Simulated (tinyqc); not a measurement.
MESFET, gradual channel with velocity saturation: output curve.

A uniformly doped n-type channel, depleted from the top by a Schottky gate; at channel potential V the depleted share of a is u = sqrt((Vbi - Vg + V)/Vp), s at the source. Electrons drift with v = mu E/(1 + mu E/vsat). Abrupt depletion edge, no series resistance, source at 0.

Vbi = phiB - Vt ln(Nc/Nd); Vp = q Nd a^2/(2 eps0 eps_r); G0 = q mu Nd a W/L; Z = mu Vp/(vsat L); s = sqrt((Vbi - Vg)/Vp). I = (G0 Vp/3) F/(1 + Z (u^2 - s^2)), F = 3 (u^2 - s^2) - 2 (u^3 - s^3), with u at V = Vd; Z = 0 gives constant mobility, for which u stops at 1. The current peaks at u = um, the root of (1 - u)(1 + Z (u^2 - s^2)) = Z F/3; beyond Vdsat = Vp (um^2 - s^2) it is held at that value.

Inputs (values chosen for the exercise); material values close to those of gallium arsenide:
```
symbol    value        unit                                     meaning
T           300           K                                 temperature
eps_r      12.8              relative permittivity of the semiconductor
Nc      4.39e17       cm^-3      conduction-band density of states at T
Nd       1.4e17       cm^-3                donor density of the channel
a           210          nm                           channel thickness
mu         4100  cm^2/(V s)           low-field mobility at this doping
vsat      1.2e7        cm/s                         saturation velocity
L             1          um                                 gate length
W           200          um                                  gate width
phiB       0.87           V                            Schottky barrier
Vg         -1.7           V                                gate voltage
```

Constants: q = 1.602176634e-19 C, kB = 1.380649e-23 J/K, Vt = kB T/q, eps0 = 8.8541878128e-14 F/cm where lengths are in cm. Results are converted to the units shown.

Output curve:
```
Vd (V)  u (at most 1)  I for Z = 0 (mA)  I (mA)
0.1           0.77785            8.8669  6.6089
0.35          0.81384            28.568  13.010
0.6           0.84831            44.868  14.711
0.85          0.88142            57.907  14.898
1.1           0.91334            67.807  14.898
1.35          0.94418            74.678  14.898
1.6           0.97405            78.618  14.898
1.85           1.0000            79.734  14.898
2.1            1.0000            79.734  14.898
```

What does the table show?

With constant mobility the current rises from 8.87 to 79.7 mA and saturates at pinch-off, Vd = 1.82 V; with Z = 14.9 it saturates at 0.749 V and 14.9 mA. The two differ by 25 % in the first row and 81 % in the last. In every row Nd is not small against Nc, so the Boltzmann form of Vbi is rough.

tinyqc, about 0.04 s, one thread, Intel Xeon 2.30GHz (shared host): `OMP_NUM_THREADS=1 python tinyqc.py 2500060 2500061 out.jsonl`
